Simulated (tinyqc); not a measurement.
Capture against temperature: configuration-coordinate model of carrier capture at a defect.

Two parabolas of equal curvature k in one coordinate Q: with the carrier free at the band edge, U_f = k Q^2/2; with the carrier trapped, U_t = k (Q - dQ)^2/2 - ET. ER = k dQ^2/2, Huang-Rhys factor S = ER/hw, hw = 0.0646541 sqrt(k/M) eV for k in eV/angstrom^2 and M in u. The curves cross at a height Eb = (ER - ET)^2/(4 ER) above the free minimum.

Multiphonon factor for giving p = ET/hw phonons to the lattice: W = exp(-S (2 nb + 1)) ((nb + 1)/nb)^(p/2) I_p(x), nb = 1/(exp(hw/kT) - 1), x = 2 S sqrt(nb (nb + 1)), I_p the modified Bessel function. Classical limit: W = hw exp(-Eb/kT)/sqrt(4 pi ER kT). At T = 0: exp(-S) S^p/Gamma(p + 1).

Constants: kB = 8.617333262e-05 eV/K.

Values chosen for the exercise (out of a larger set: of the size met at a DX centre in AlGaAs; not measured data): ET = 0.16 eV (thermal depth of the level below the band edge); ER = 0.97 eV (relaxation energy); hw = 0.013 eV (phonon energy of the mode).

The local activation energy is -d ln W/d(1/kT), by central differences with T changed by 1 %.

Against T:

| T (K) | kT/hw | log10 W | log10 W, classical | activation energy (eV) |
|---|---|---|---|---|
| 40 | 0.265 | -16.284 | -22.503 | 0.0492 |
| 60 | 0.398 | -13.278 | -15.489 | 0.0960 |
| 80 | 0.530 | -10.996 | -12.001 | 0.1211 |
| 120 | 0.795 | -8.221 | -8.538 | 0.1422 |
| 160 | 1.061 | -6.687 | -6.825 | 0.1495 |
| 220 | 1.458 | -5.387 | -5.442 | 0.1527 |
| 300 | 1.989 | -4.454 | -4.476 | 0.1523 |
| 400 | 2.651 | -3.818 | -3.828 | 0.1496 |
| 550 | 3.646 | -3.312 | -3.316 | 0.1442 |

log10 W at T = 0 = -18.374
Eb = 0.1691 eV

What can be read from this table?

At 40 K log10 W is -16.28, against -18.37 at T = 0 and -22.5 classically; at 550 K the two forms differ by 0.00. The activation energy read from an Arrhenius plot goes from 0.049 eV at 40 K to 0.144 at 550 K, with its largest value 0.153 at 220 K, against Eb = 0.169 eV; the classical form itself gives Eb - kT/2. A measured slope therefore understates the barrier.

Program tinyqc; command `OMP_NUM_THREADS=1 python tinyqc.py 1481361 1481362 out.jsonl`; about 0.01 s on one thread of a shared Intel(R) Xeon(R) Processor @ 2.30GHz.
